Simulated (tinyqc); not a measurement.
# Doping from resistivity

Problem. A uniform, uncompensated and fully ionised sample has rho = 1/(q N mu), mu = m1 + (m2 (T/300 K)^(-bt) - m1)/(1 + (N/Nr)^am). Find N, mu and the diffusion coefficient mu Vt.

Values chosen for this exercise: temperature T = 500 K; mobility limit at high doping m1 = 53.5 cm^2/(V s); mobility limit at low doping, at 300 K m2 = 1410 cm^2/(V s); reference doping of the mobility law Nr = 9.99e16 cm^-3; exponent of the mobility law am = 0.685; temperature exponent of m2 bt = 2.2.

Constants: q = 1.602176634e-19 C, kB = 1.380649e-23 J/K, Vt = kB T/q. Results are converted to the units shown.

resistivity = 2.2783818 ohm cm

Solution. With am below 1 the product N mu rises steadily with N, so one doping matches; it is found by iterating N = 1/(q rho mu(N)).

N = 6.80e15 cm^-3
mu = 403 cm^2/(V s)
diffusion coefficient = 17.4 cm^2/s

tinyqc, about 0.01 s, one thread, Intel Xeon 2.30GHz (shared host): `OMP_NUM_THREADS=1 python tinyqc.py 2110156 2110157 out.jsonl`
